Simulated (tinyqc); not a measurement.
Worked calculation: coupled-perturbed Hartree-Fock on RHF in the 6-311g basis, for HeH+, spin multiplicity 1. The polarisability along this axis is zero because the basis has no function that the field can mix in; the real value is not. One step of it, computed by the program tinyqc.

Problem. Iteration 1: building the Fock matrix. J_ij = sum D_kl (ij|kl), K_ij = sum D_kl (ik|jl); F = H + J - 0.5 K; E = tr D H + tr D J / 2 - 0.25 tr D K + E_nn.

D at the start:
```
           1He 1s     1He 2s     1He 3s     2H 1s      2H 2s     2H 3s
1He 1s   0.094085   0.171473   0.139847  0.001142  -0.004331  0.006431
1He 2s   0.171473   0.312515   0.254875  0.002224  -0.007665  0.011869
1He 3s   0.139847   0.254875   0.207867  0.001520  -0.006725  0.009372
2H 1s    0.001142   0.002224   0.001520  0.064100   0.103261  0.067116
2H 2s   -0.004331  -0.007665  -0.006725  0.103261   0.166750  0.107775
2H 3s    0.006431   0.011869   0.009372  0.067116   0.107775  0.070565
```

core Hamiltonian H = T + V (hartree):
```
           1He 1s     1He 2s     1He 3s      2H 1s      2H 2s      2H 3s
1He 1s  -0.925925  -2.349757  -1.466119  -0.115330  -0.523349  -0.564923
1He 2s  -2.349757  -2.149408  -1.720720  -0.342853  -0.771156  -0.808950
1He 3s  -1.466119  -1.720720  -1.670090  -0.566586  -0.971573  -1.034777
2H 1s   -0.115330  -0.342853  -0.566586  -0.760216  -1.184934  -0.764643
2H 2s   -0.523349  -0.771156  -0.971573  -1.184934  -1.359756  -1.110966
2H 3s   -0.564923  -0.808950  -1.034777  -0.764643  -1.110966  -1.140448
```

Two-electron integrals (ij|kl) in chemists' order, unique and non-zero (hartree):
```
(11|11) 2.395117   (21|11) 1.347337   (21|21) 0.798707   (22|11) 1.358411
(22|21) 0.863847   (22|22) 1.054927   (31|11) 0.614121   (31|21) 0.368625
(31|22) 0.406802   (31|31) 0.170715   (32|11) 0.842709   (32|21) 0.547009
(32|22) 0.700418   (32|31) 0.259418   (32|32) 0.476676   (33|11) 0.767030
(33|21) 0.510236   (33|22) 0.697580   (33|31) 0.244176   (33|32) 0.494732
(33|33) 0.558022   (41|11) 0.021565   (41|21) 0.013481   (41|22) 0.015900
(41|31) 0.006314   (41|32) 0.010384   (41|33) 0.010080   (41|41) 0.000332
(42|11) 0.078411   (42|21) 0.052583   (42|22) 0.072898   (42|31) 0.025228
(42|32) 0.051837   (42|33) 0.058014   (42|41) 0.001494   (42|42) 0.010996
(43|11) 0.142227   (43|21) 0.096419   (43|22) 0.139100   (43|31) 0.046476
(43|32) 0.102235   (43|33) 0.123926   (43|41) 0.002663   (43|42) 0.023880
(43|43) 0.061618   (44|11) 0.476710   (44|21) 0.324343   (44|22) 0.475614
(44|31) 0.156607   (44|32) 0.355351   (44|33) 0.450304   (44|41) 0.008890
(44|42) 0.093532   (44|43) 0.274410   (44|44) 1.393035   (51|11) 0.193982
(51|21) 0.116982   (51|22) 0.130099   (51|31) 0.054247   (51|32) 0.083195
(51|33) 0.078591   (51|41) 0.002241   (51|42) 0.009101   (51|43) 0.016501
(51|44) 0.055223   (51|51) 0.017889   (52|11) 0.306257   (52|21) 0.200199
(52|22) 0.260810   (52|31) 0.095181   (52|32) 0.179226   (52|33) 0.189247
(52|41) 0.004537   (52|42) 0.025640   (52|43) 0.051621   (52|44) 0.184025
(52|51) 0.032309   (52|52) 0.076188   (53|11) 0.348594   (53|21) 0.233556
(53|22) 0.326026   (53|31) 0.112077   (53|32) 0.234615   (53|33) 0.273540
(53|41) 0.005559   (53|42) 0.039379   (53|43) 0.092720   (53|44) 0.366970
(53|51) 0.038259   (53|52) 0.104948   (53|53) 0.170905   (54|11) 0.336478
(54|21) 0.228786   (54|22) 0.334331   (54|31) 0.110431   (54|32) 0.248902
(54|33) 0.313299   (54|41) 0.006196   (54|42) 0.060614   (54|43) 0.172198
(54|44) 0.822971   (54|51) 0.038859   (54|52) 0.126377   (54|53) 0.247081
(54|54) 0.509703   (55|11) 0.466655   (55|21) 0.316230   (55|22) 0.457206
(55|31) 0.152431   (55|32) 0.337892   (55|33) 0.421020   (55|41) 0.008080
(55|42) 0.069168   (55|43) 0.187309   (55|44) 0.822904   (55|51) 0.052900
(55|52) 0.162265   (55|53) 0.306132   (55|54) 0.543028   (55|55) 0.644106
(61|11) 0.214706   (61|21) 0.129359   (61|22) 0.143648   (61|31) 0.059970
(61|32) 0.091812   (61|33) 0.086675   (61|41) 0.002304   (61|42) 0.009299
(61|43) 0.017059   (61|44) 0.057368   (61|51) 0.019294   (61|52) 0.034342
(61|53) 0.040590   (61|54) 0.040426   (61|55) 0.055547   (61|61) 0.021157
(62|11) 0.333789   (62|21) 0.218026   (62|22) 0.283593   (62|31) 0.103631
(62|32) 0.194761   (62|33) 0.205518   (62|41) 0.004430   (62|42) 0.023588
(62|43) 0.047345   (62|44) 0.166767   (62|51) 0.033924   (62|52) 0.076725
(62|53) 0.103652   (62|54) 0.115967   (62|55) 0.154299   (62|61) 0.036944
(62|62) 0.081115   (63|11) 0.396290   (63|21) 0.265612   (63|22) 0.371435
(63|31) 0.127483   (63|32) 0.267811   (63|33) 0.314367   (63|41) 0.005683
(63|42) 0.036939   (63|43) 0.084826   (63|44) 0.324199   (63|51) 0.042010
(63|52) 0.109655   (63|53) 0.172948   (63|54) 0.223119   (63|55) 0.292003
(63|61) 0.045636   (63|62) 0.114635   (63|63) 0.189219   (64|11) 0.177819
(64|21) 0.120852   (64|22) 0.176304   (64|31) 0.058322   (64|32) 0.131077
(64|33) 0.164635   (64|41) 0.003250   (64|42) 0.031044   (64|43) 0.087408
(64|44) 0.411256   (64|51) 0.020493   (64|52) 0.066015   (64|53) 0.128243
(64|54) 0.257757   (64|55) 0.279868   (64|61) 0.021340   (64|62) 0.060890
(64|63) 0.116769   (64|64) 0.130794   (65|11) 0.354212   (65|21) 0.239704
(65|22) 0.345362   (65|31) 0.115485   (65|32) 0.254792   (65|33) 0.317357
(65|41) 0.005874   (65|42) 0.047700   (65|43) 0.127108   (65|44) 0.543681
(65|51) 0.039600   (65|52) 0.118205   (65|53) 0.219935   (65|54) 0.365771
(65|55) 0.452669   (65|61) 0.041918   (65|62) 0.114940   (65|63) 0.216778
(65|64) 0.189803   (65|65) 0.325140   (66|11) 0.388991   (66|21) 0.263271
(66|22) 0.379783   (66|31) 0.126850   (66|32) 0.280739   (66|33) 0.353190
(66|41) 0.006017   (66|42) 0.045668   (66|43) 0.119316   (66|44) 0.494021
(66|51) 0.042537   (66|52) 0.122620   (66|53) 0.224385   (66|54) 0.340115
(66|55) 0.445993   (66|61) 0.045709   (66|62) 0.124039   (66|63) 0.234953
(66|64) 0.178035   (66|65) 0.331779   (66|66) 0.361682
```

nuclear repulsion = 0.95347245 hartree

Give: Coulomb J; exchange K; Fock matrix F; total energy of this density.

Solution.

Coulomb J (hartree):
```
        1He 1s  1He 2s  1He 3s   2H 1s   2H 2s   2H 3s
1He 1s  2.1861  1.3710  0.6445  0.0262  0.2084  0.2283
1He 2s  1.3710  1.6771  1.1318  0.1419  0.4460  0.4698
1He 3s  0.6445  1.1318  1.1861  0.3138  0.6311  0.6794
2H 1s   0.0262  0.1419  0.3138  1.2308  0.8262  0.4293
2H 2s   0.2084  0.4460  0.6311  0.8262  1.0402  0.7593
2H 3s   0.2283  0.4698  0.6794  0.4293  0.7593  0.7980
```

exchange K (hartree):
```
        1He 1s  1He 2s  1He 3s   2H 1s   2H 2s   2H 3s
1He 1s  1.3445  1.2547  0.8412  0.1220  0.3493  0.3795
1He 2s  1.2547  1.3600  0.9982  0.2113  0.4737  0.4928
1He 3s  0.8412  0.9982  0.8107  0.2867  0.4873  0.4696
2H 1s   0.1220  0.2113  0.2867  0.4943  0.4745  0.3349
2H 2s   0.3493  0.4737  0.4873  0.4745  0.5599  0.4427
2H 3s   0.3795  0.4928  0.4696  0.3349  0.4427  0.3768
```

Fock matrix F (hartree):
```
         1He 1s   1He 2s   1He 3s    2H 1s    2H 2s    2H 3s
1He 1s   0.5880  -1.6061  -1.2423  -0.1501  -0.4896  -0.5263
1He 2s  -1.6061  -1.1523  -1.0881  -0.3065  -0.5620  -0.5856
1He 3s  -1.2423  -1.0881  -0.8893  -0.3962  -0.5841  -0.5902
2H 1s   -0.1501  -0.3065  -0.3962   0.2234  -0.5960  -0.5028
2H 2s   -0.4896  -0.5620  -0.5841  -0.5960  -0.5995  -0.5730
2H 3s   -0.5263  -0.5856  -0.5902  -0.5028  -0.5730  -0.5308
```

total energy of this density = -2.324246 hartree

This density is the starting one; it is not idempotent, so its energy is not variational and may lie below the converged one.
